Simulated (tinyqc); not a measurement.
Heavy doping: gap narrowing, degeneracy and the minority density, step by step. Values are carried at full precision from step to step, so a last printed digit may differ when a step is redone from the rounded ones.

Empirical narrowing (Slotboom form, constants chosen for the exercise; published fits of this form give the apparent narrowing, here it is taken as the true one): dEg = E0 [ln(N/N0) + sqrt(ln(N/N0)^2 + C)].

Constants: kB = 8.617333262e-05 eV/K; e^2/(4 pi eps0) = 14.39964547 eV angstrom.

Inputs chosen for the exercise (gap and densities of states near those of Si at this temperature; narrowing constants near the fits for Si; not measured data): N = 9.7e+18 1/cm^3 (ionised donors, equal to the majority density); E0 = 7.92 meV (narrowing scale); N0 = 1e+17 1/cm^3 (onset density); C = 0.5 (smoothing constant); Nc = 2.11e+19 1/cm^3 (conduction-band density of states); Eg = 1.128 eV (gap); Nv = 8.02e+18 1/cm^3 (valence-band density of states); T = 250 K; eps = 11.3 (dielectric constant); Mv = 6 (majority valleys).

## Gap narrowing

Evaluate at N.

ln(N/N0) = 4.5747
dEg (empirical fit) = 72.89 meV

Well above N0 each decade of doping adds 2 E0 ln 10 = 36.5 meV.

## Degeneracy of the majority band

F_j(eta) = (1/Gamma(j + 1)) integral_0^infinity x^j dx/(1 + exp(x - eta)), which tends to exp(eta) for eta << 0.

Majority: N = Nc F_1/2(eta), eta the distance of EF beyond the majority band edge in kT. Degeneracy factor gam = F_1/2(eta)/exp(eta). ni0^2 = Nc Nv exp(-Eg/kT); product n p = ni0^2 gam exp(dEg/kT), dEg the true narrowing; apparent narrowing dEa = dEg + kT ln gam; minority density = n p/N.

Solve for eta and form gam.

N/Nc = 0.4597
eta = -0.6156
gam = 0.8509

## Product and minority density

Combine both effects.

ni0 = 5.55e+07 1/cm^3
exp(dEg/kT) = 29.5
dEa = 69.4 meV
sqrt(n p) = 2.78e+08 1/cm^3
minority density = 0.00797 1/cm^3

Narrowing multiplies the product by 29.5 and degeneracy by 0.851; together they change the minority density by a factor 25.1 against ni0^2/N.

## Two estimates of the size

Two physical estimates, e2 = e^2/(4 pi eps0), N in 1/angstrom^3: exchange shift at the Fermi level, Ex = (e2/eps) kF/pi with kF = (3 pi^2 N/Mv)^(1/3); screened-pair energy (Lanyon-Tuft), Es = (3/4)(e2/eps) qs with qs^2 = (4 pi e2 N/(eps kT)) F_-1/2(eta)/F_1/2(eta).

Evaluate both at N.

kF = 0.03631 1/angstrom
Ex = 14.73 meV
Es = 75.33 meV

Against the fitted dEg = 72.9 meV, Ex is 0.20 and Es 1.03 times as large; each keeps one mechanism only, and Ex assumes a strongly degenerate gas, while here eta is only -0.62.

## Checks

- Minority density against the Boltzmann occupation of the other band at the narrowed gap (1/cm^3): both 0.007971.

tinyqc: `OMP_NUM_THREADS=1 python tinyqc.py 1651254 1651255 out.jsonl`; about 0.02 s, one thread, shared Intel(R) Xeon(R) Processor @ 2.30GHz.
